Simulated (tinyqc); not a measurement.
Six-band hole subbands of a thin body in a field, step by step. Values are carried at full precision from step to step, so a last printed digit may differ when a step is redone from the rounded ones.

Constants: hbar^2/2m0 = 3.80998211 eV angstrom^2.

Values chosen for the exercise (near those of a p-type Si channel; not measured data):
- S = (7.83, -2.17, 12.36) 1/TPa (compliances s11, s12, s44)
- sx = -0.5 GPa (stress along the channel [1-10], negative in compression)
- b = -2.14 eV (tetragonal potential)
- d = -4.81 eV (trigonal potential)
- g1 = 4.28 (Luttinger gamma1)
- g2 = 0.34 (gamma2)
- g3 = 1.45 (gamma3)
- face = 110 (surface)
- Dso = 0.044 eV (spin-orbit splitting)
- t = 95 angstrom (body thickness)
- F = 0.2 MV/cm (field across the body)
- kmax = 0.06 1/angstrom (end of the path)

## Strain and its block

exx = eyy = (s11 + s12) sx/2, ezz = s12 sx, exy = -s44 sx/4 (1 GPa/TPa = 1e-3). With e0 the traceless part, B_XX = 2b e0xx - b (e0yy + e0zz) and B_XY = sqrt(3) d exy.

strain, rows x, y, z and columns alike:
$$\begin{pmatrix}
-0.001415 & 0.001545 & 0 \\
0.001545 & -0.001415 & 0 \\
0 & 0 & 0.001085
\end{pmatrix}$$

B (eV), rows X, Y, Z and columns alike:
$$\begin{pmatrix}
0.00535 & -0.01287 & 0 \\
-0.01287 & 0.00535 & 0 \\
0 & 0 & -0.01070
\end{pmatrix}$$

## Confinement masses without spin-orbit coupling

C(n n^T)/c has C_XX = (g1 + 4 g2) nx^2 + (g1 - 2 g2)(ny^2 + nz^2) and C_XY = 6 g3 nx ny, n the unit normal; its eigenvalues are the inverse masses along n.

C(n n^T)/c, rows X, Y, Z and columns alike:
$$\begin{pmatrix}
4.6200 & 4.3500 & 0 \\
4.3500 & 4.6200 & 0 \\
0 & 0 & 3.6000
\end{pmatrix}$$

masses (m0): [3.7037, 0.2778, 0.1115]

The heaviest mass, 3.70, comes from a near cancellation among the gammas, so a few per cent in them move it strongly.

## The matrix for one sine at q = 0

Basis X, Y, Z times spin, hole energies counted downwards from the unstrained edge (the hydrostatic shift is left out), c = hbar^2/2m0. For a symmetric tensor T let C(T) have C_XX = L Txx + M (Tyy + Tzz), C_XY = N Txy (cyclic), L = c (g1 + 4 g2), M = c (g1 - 2 g2), N = 6 c g3. k = q + kz n, n the unit normal, q = k1 u + k2 v with u along the channel [1-10] and v = n x u. H = C(k k^T) + (Dso/3)(1 - L.sigma) - B + e F z with (L_k)_ij = -i epsilon_kij; B is the block C built from the traceless strain with 2b, -b and sqrt(3) d in place of L, M, N. Strain: exx = eyy = (s11 + s12) sx/2, ezz = s12 sx, exy = -s44 sx/4. Hard walls at z = 0 and t; basis sin(j pi z/t), j = 1 to Nz: kz^2 = (j pi/t)^2, kz = -i D with D_jl = 4 j l/(t (j^2 - l^2)), z_jj = t/2 and z_jl = -8 t j l/(pi (j^2 - l^2))^2 for j + l odd; 1 MV/cm = 0.01 eV/angstrom.

Nz = 1, in meV.

H (meV), rows X+, Y+, Z+, X-, Y-, Z- and columns alike:
$$\begin{pmatrix}
123.57 & 31.00+14.67i & 0 & 0 & 0 & -14.67 \\
31.00-14.67i & 123.57 & 0 & 0 & 0 & 14.67i \\
0 & 0 & 135.37 & 14.67 & -14.67i & 0 \\
0 & 0 & 14.67 & 123.57 & 31.00-14.67i & 0 \\
0 & 0 & 14.67i & 31.00+14.67i & 123.57 & 0 \\
-14.67 & -14.67i & 0 & 0 & 0 & 135.37
\end{pmatrix}$$

## Its levels

Diagonalise; the levels come in pairs. Give each pair and its weights on X, Y, Z, summed over spin and averaged over the pair.

levels (meV): [86.51, 128.18, 167.81]

weights, rows X, Y, Z; columns pair 1, pair 2, pair 3:
$$\begin{pmatrix}
0.471 & 0.150 & 0.379 \\
0.471 & 0.150 & 0.379 \\
0.058 & 0.699 & 0.243
\end{pmatrix}$$

## More sines

The four lowest pairs at q = 0.

Hole energies (meV):
```
Nz  pair 1  pair 2  pair 3  pair 4
1    86.51  128.18  167.81       -
2    55.37  111.78  123.42  155.65
4    36.44   76.33  109.76  116.30
8    31.67   60.04   84.22  106.53
16   31.56   59.57   82.73  103.08
```

One sine is 54.95 meV off in the top subband, since the field mixes the sines. The second pair lies 28.0 meV deeper.

## Dispersion of the top subband

Nz = 14; the two lowest levels (spin-split where the field breaks inversion), in meV from their value at q = 0.

Energies (meV):
```
|q| (1/angstrom)    u a     u b    v a    v b
0.015              7.00    7.84   3.02   3.12
0.030             28.52   30.48  12.15  12.39
0.045             63.09   67.12  27.36  27.80
0.060             97.76  101.69  48.57  49.34
```

From the mean of each pair in the first row, c q^2/E gives 0.12 m0 along u and 0.28 m0 along v. The largest distance between a and b in the table is 4.03 meV.

## Checks

- Top level at q = 0 on (001) without field and stress against c (g1 - 2 g2)(pi/t)^2, eV: both 0.01500.
- Hermiticity, and E(q) against E(-q): they agree to 1e-10 or better.

Computed by tinyqc, a small Python program: `OMP_NUM_THREADS=1 python tinyqc.py 1280460 1280461 out.jsonl` (the numbers bound the seed that draws the inputs); one thread of a shared host (Intel(R) Xeon(R) Processor @ 2.30GHz), about 0.3 s for the whole set of steps.
